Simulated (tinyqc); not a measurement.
What each parameter does: buckled dimers of a reconstructed (001) surface, two dangling bonds a dimer.

In a dimer one atom moves up by z and the other down by z; the dangling bond of the up atom (more s-like) falls by gm z and that of the down atom rises by gm z. With all dimers tilted alike: H(k) = [[-gm z - 2 ta cos k, -tp - 2 tx cos k], [., gm z - 2 ta cos k]], k along the row in 1/a. Two electrons a dimer fill the lowest N of the 2N levels on the mesh k_j = (j + 1/2) pi/N. Total energy a dimer: W(z) = (2/N) sum of the filled levels + kf z^2. Repulsion between electrons is left out.

Inputs chosen for the exercise (of the size met on Si(001); shifted at random, so the results belong to these values and not to a real crystal): tp = 0.17 eV (pi coupling inside a dimer); ta = 0.1 eV (coupling between like atoms along the row); tx = 0.05 eV (diagonal coupling along the row); gm = 1.82 eV/angstrom (shift of a dangling bond with height); kf = 7.9 eV/angstrom^2 (force constant of buckling); N = 16 (k points).

z minimises W on 0 to 1 angstrom; gain over flat dimers; gap on 201 points from 0 to pi.

One parameter was then changed.

Results before and after:
```
case     z (angstrom)  gain (eV)  gap (eV)
base           0.2087     0.1440    0.4524
changed        0.2364     0.1830    0.5439
```

Which of these changes was made? (a) ta = 0.13 eV; (b) kf = 7.11 eV/angstrom^2; (c) gm = 1.966 eV/angstrom; (d) tp = 0.145 eV; (e) tx = 0.08 eV.

Answer: (b) kf = 7.11 eV/angstrom^2. Of the candidates, run in turn, only this one gives the changed row.

All candidates:
```
case                     z (angstrom)  gain (eV)  gap (eV)
base                           0.2087     0.1440    0.4524
tp = 0.145 eV                  0.2139     0.1546    0.4519
ta = 0.13 eV                   0.2087     0.0937    0.3324
tx = 0.08 eV                   0.2057     0.1595    0.4736
gm = 1.966 eV/angstrom         0.2316     0.2031    0.5899
kf = 7.11 eV/angstrom^2        0.2364     0.1830    0.5439
```

Program tinyqc; command `OMP_NUM_THREADS=1 python tinyqc.py 1481046 1481047 out.jsonl`; about 0.04 s on one thread of a shared Intel(R) Xeon(R) Processor @ 2.30GHz.
